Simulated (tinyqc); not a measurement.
Donor binding, ionisation and the Mott limit: Freeze-out.

Hydrogenic donor: Ry = (m0 q^3/(8 eps0^2 h^2)) me/eps_r^2 in eV, E0 = cc Ry, radius a = q/(8 pi eps0 eps_r E0), Mott density Nm = (0.26/a)^3. Below Nm the level sinks as Ed = E0 [1 - (N/Nm)^(1/3)]. Neutrality: Nc F12(eta) = N/(1 + 2 exp(eta + Ed/kB T)), F12(x) = (2/sqrt(pi)) int_0^infinity sqrt(u)/(1 + exp(u - x)) du.

Nc is given at 200 K and scales as T^1.5.

Values chosen for this exercise; band and dielectric values close to those of silicon: relative permittivity eps_r = 11.8; mass in the hydrogenic formula, set independently of Nc me = 0.255 m0; conduction-band density of states at 200 K Nc = 1.51e19 cm^-3; ratio of the true binding energy to the hydrogenic one cc = 1.1; donor density N = 2.7e16 cm^-3.

Constants: q = 1.602176634e-19 C, kB = 1.380649e-23 J/K, eps0 = 8.8541878128e-12 F/m, h = 6.62607015e-34 J s, m0 = 9.1093837015e-31 kg, Vt = kB T/q. Results are converted to the units shown.

Freeze-out:

| T (K) | eta | n (cm^-3) | ionised (%) | ln(n/T^0.75) |
|---|---|---|---|---|
| 30 | -6.065 | 2.035e15 | 7.538 | 32.70 |
| 45 | -5.213 | 8.762e15 | 32.45 | 33.85 |
| 60 | -5.032 | 1.616e16 | 59.85 | 34.25 |
| 80 | -5.151 | 2.209e16 | 81.81 | 34.35 |
| 110 | -5.496 | 2.523e16 | 93.43 | 34.24 |
| 150 | -5.920 | 2.632e16 | 97.47 | 34.05 |
| 220 | -6.478 | 2.676e16 | 99.11 | 33.78 |
| 300 | -6.939 | 2.689e16 | 99.58 | 33.55 |
| 400 | -7.368 | 2.694e16 | 99.77 | 33.34 |

The ionised share rises from 7.54 to 99.8 %. Between the first two rows ln(n/T^0.75) has the slope -8.96 meV against q/kB T; deep freeze-out without compensation gives -Ed/2 = -10.2 meV, a limit that these rows do not reach, since a large share is already ionised.

Range of the model: A sharp level with degeneracy 2 overstates freeze-out near Nm, where the impurity band broadens and merges with the conduction band.

Program tinyqc, `OMP_NUM_THREADS=1 python tinyqc.py 2330125 2330126 out.jsonl`; Intel Xeon 2.30GHz, shared host, one thread, about 0.01 s.
